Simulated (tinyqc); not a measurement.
# Absorption edge of a degenerate semiconductor, band filling against gap narrowing: two studies

n-type, parabolic bands, full ionisation. eta = (EF - Ec)/kB T solves N = Nc F12(eta), F12(x) = (2/sqrt(pi)) int_0^infinity sqrt(u)/(1 + exp(u - x)) du. The gap shrinks rigidly by dEg = a3 y^(1/3) + a4 y^(1/4) + a2 y^(1/2), y = N/1e18 cm^-3, an empirical law that is here taken as the true narrowing.

Parameters, values chosen for the exercise; band and dielectric values close to those of gallium nitride: temperature T = 300 K; band gap Eg = 3.42 eV; conduction-band density of states at 300 K, from me Nc = 2.28e18 cm^-3; electron mass me = 0.202 m0; hole mass mh = 1.01 m0; coefficient of (N/1e18)^(1/3) a3 = 10.6 meV; coefficient of (N/1e18)^(1/4) a4 = 10.5 meV; coefficient of (N/1e18)^(1/2) a2 = 3.4 meV.

Constants: q = 1.602176634e-19 C, kB = 1.380649e-23 J/K, Vt = kB T/q. Results are converted to the units shown.

Each table varies one quantity; the others keep the values above.

## The optical edge against doping

Vertical transitions need an empty final state: the edge is taken where the state lies 4 kB T below EF, E_opt = Eg - dEg + (1 + me/mh) max(eta - 4, 0) kB T; wavelength h c/(q E_opt).

The optical edge against doping:
```
N (cm^-3)       eta  dEg (meV)  filling shift (meV)  E_opt (eV)
4.5e17      -1.5531     19.004                    0      3.4010
9.1e17     -0.77815     23.771                    0      3.3962
1.9e18      0.10895     30.143                    0      3.3899
3.8e18       1.0870     37.829                    0      3.3822
7.6e18       2.3325     47.648                    0      3.3724
1.6e19       4.2279     61.310               7.0689      3.3658
3.1e19       6.7632     77.005               85.721      3.4287
6.4e19       11.092     99.298               220.01      3.5407
1.3e20       17.864     127.92               430.09      3.7222
2.6e20       28.401     164.64               756.99      4.0123
```

E_opt goes from 3.40 through a minimum of 3.37 (at N = 1.6e19 cm^-3 among the rows listed) to 4.01 eV, against Eg = 3.42 eV; the filling shift is 0 while eta is below 4. At the end narrowing grows as N^(0.36) and EF - Ec as N^(0.67). Filling therefore wins at high density. For N = 6.4e19, 1.3e20, 2.6e20 EF lies more than 0.2 eV in the band, where non-parabolicity lowers it markedly.

## Approximations to the Fermi level

With u = N/Nc: Boltzmann ln u; Joyce-Dixon ln u + 0.353553 u - 4.95009e-3 u^2 + 1.48386e-4 u^3 - 4.42563e-6 u^4; degenerate limit (3 sqrt(pi) u/4)^(2/3). The Einstein ratio is D/(mu Vt) = F12/Fm, Fm(x) = dF12/dx = (1/sqrt(pi)) int_0^infinity u^(-1/2)/(1 + exp(u - x)) du.

Approximations to the Fermi level:
```
N (cm^-3)      N/Nc       eta  Boltzmann  Joyce-Dixon  degenerate  D/(mu Vt)
1.4e17     0.061404   -2.7686    -2.7903      -2.7686     0.18817     1.0217
3.1e17      0.13596   -1.9474    -1.9954      -1.9474     0.31968     1.0479
7e17        0.30702   -1.0728    -1.1809      -1.0728     0.55022     1.1076
1.6e18      0.70175  -0.10845   -0.35417     -0.10845     0.95473     1.2434
3.5e18       1.5351   0.96017    0.42859      0.96017      1.6088     1.5209
7.9e18       3.4649    2.4139     1.2427       2.4138      2.7683     2.1224
1.8e19       7.8947    4.6076     2.0662       4.6047      4.7935     3.3384
4e19         17.544    8.0595     2.8647       7.9258      8.1628     5.5148
8.9e19       39.035    13.853     3.6645       8.4734      13.912     9.3152
```

Read the table: what changes, and by how much?

Boltzmann is within 0.1 of eta up to N/Nc = 0.14, Joyce-Dixon within 0.01 up to 7.9, and the degenerate limit is off by 0.060 in the last row. The Einstein ratio rises from 1.02 to 9.32: degenerate carriers diffuse faster for the same mobility.

Range of the model: Band tails, non-parabolic bands and incomplete ionisation are left out.

Computed by the program tinyqc: `OMP_NUM_THREADS=1 python tinyqc.py 2330059 2330060 out.jsonl`, one thread of a shared Intel Xeon 2.30GHz, about 0.01 s for the whole run.
